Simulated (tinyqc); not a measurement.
# Worked calculation: MOS capacitor on a p-type substrate, surface potential from the exact charge relation

Computed by the program tinyqc: `OMP_NUM_THREADS=1 python tinyqc.py 2060169 2060170 out.jsonl`, one thread of a shared Intel Xeon 2.30GHz, about 0.01 s for the whole run. Printed values are rounded.

Uniform p-type substrate, Boltzmann statistics, full ionisation, classical densities. psi is the surface potential against the body (positive when the bands bend down) and u = psi/Vt. Traps are spread evenly over the gap and neutral at flat band, so their charge is -q Dit psi; the minority quasi-Fermi level is shifted by Vb.

Values chosen for this exercise; band and dielectric values close to those of silicon: temperature T = 273 K; band gap Eg = 1.11 eV; relative permittivity eps_r = 11.8; conduction-band density of states at T Nc = 2.38e19 cm^-3; valence-band density of states at T Nv = 2.27e19 cm^-3; electron affinity chi = 4.1 eV; acceptor density of the substrate N = 1.4e18 cm^-3; relative permittivity of the gate insulator (close to silicon dioxide) eox = 3.9; insulator thickness tox = 12 nm; gate work function phiM = 4.74 eV; fixed charge at the interface, in units of q Nf = 1.8e11 cm^-2; density of interface traps Dit = 2.7e10 cm^-2 eV^-1; reverse bias of the inversion layer against the body Vb = 0 V; gate voltage against the body Vg = -0.8 V.

Constants: q = 1.602176634e-19 C, kB = 1.380649e-23 J/K, Vt = kB T/q, eps0 = 8.8541878128e-14 F/cm where lengths are in cm. Results are converted to the units shown.

## Flat band, threshold and scales

ni = sqrt(Nc Nv) exp(-Eg/(2 Vt)), Eg in volts; phiF = Vt ln(N/ni); Cox = eps0 eox/tox; Vfb = phiM - chi - (Eg - Vt ln(Nv/N)) - q Nf/Cox; Q0 = sqrt(2 eps0 eps_r q N Vt); r = (ni/N)^2 exp(-Vb/Vt); VT = Vfb + [(2 phiF + Vb)(1 + q Dit/Cox) + sqrt(2 eps0 eps_r q N (2 phiF + Vb))/Cox].

ni = 1.320075e9 cm^-3
phiF = 0.4889044 V
Cox = 0.2877611 uF/cm^2
Vfb = -0.5046802 V
Q0 = 105.0068 nC/cm^2
r = 8.890802e-19
VT = 2.840408 V

## Starting value

psi = Vg - Vfb, limited to the range from -4 Vt to +(2 phiF + Vb + 4 Vt).

psi at the start = -0.09410128 V

## Iteration 1: Newton step for the surface potential

u = psi/Vt; F^2 = exp(-u) + u - 1 + r (exp(u) - u - 1); Qs = -sign(u) Q0 F; Cs = -dQs/dpsi = (Q0/Vt) |1 - exp(-u) + r (exp(u) - 1)|/(2 F). f = Vfb + psi + (q Dit psi - Qs)/Cox - Vg, f' = 1 + (Cs + q Dit)/Cox, psi(new) = psi - f/f'.

u = -4
F = 7.042595
Qs = 739.5203 nC/cm^2
Cs = 16.98513 uF/cm^2
f = -2.370107 V
f' = 60.04014
psi after iteration 1 = -0.05462591 V

## Iteration 2: Newton step for the surface potential

As before.

u = -2.322005
F = 2.621849
Qs = 275.3119 nC/cm^2
Cs = 7.827944 uF/cm^2
f = -0.7168651 V
f' = 28.21796
psi after iteration 2 = -0.02922134 V

## Iteration 3: Newton step for the surface potential

As before.

u = -1.242123
F = 1.104914
Qs = 116.0235 nC/cm^2
Cs = 4.974854 uF/cm^2
f = -0.1375344 V
f' = 18.30317
psi after iteration 3 = -0.02170710 V

## Course of the Newton iteration

Stop when the step is below 1e-10 V, or after 60 iterations.

Course of the iteration:
```
iteration  psi before the step (V)      f (V)  step (V)
1                      -0.09410128      -2.37    0.0395
2                      -0.05462591     -0.717    0.0254
3                      -0.02922134     -0.138   7.51e-3
4                      -0.02170710   -7.81e-3   4.80e-4
5                      -0.02122730   -2.84e-5   1.76e-6
6                      -0.02122554  -3.80e-10  2.35e-11
```

Converged in 6 iterations.

## Charges, field and capacitances at the solution

converged psi = -0.02122554 V

u = psi/Vt; F^2 = exp(-u) + u - 1 + r (exp(u) - u - 1); Qs = -sign(u) Q0 F; Cs = -dQs/dpsi = (Q0/Vt) |1 - exp(-u) + r (exp(u) - 1)|/(2 F). Low frequency: 1/C_LF = 1/Cox + 1/(Cs + q Dit). High frequency, in the simple estimate in which traps and minority carriers do not follow: 1/C_HF = 1/Cox + 1/Cd, Cd being Cs with r = 0 at the same psi. Minority sheet density N_inv = (Q0/(2 q)) int_0^u r (exp(t) - 1)/F(t) dt for u > 0. Oxide field |Qs - q Dit psi + q Nf|/(eps0 eox).

Qs = 78.78186 nC/cm^2
N_inv = 0 cm^-2
oxide field = 0.3119279 MV/cm
Cs = 4.358305 uF/cm^2
C_LF/Cox = 0.9381211
C_HF/Cox = 0.9380635

The surface is in accumulation (borders at |psi| = 0, phiF + Vb and 2 phiF + Vb = 0.978 V).
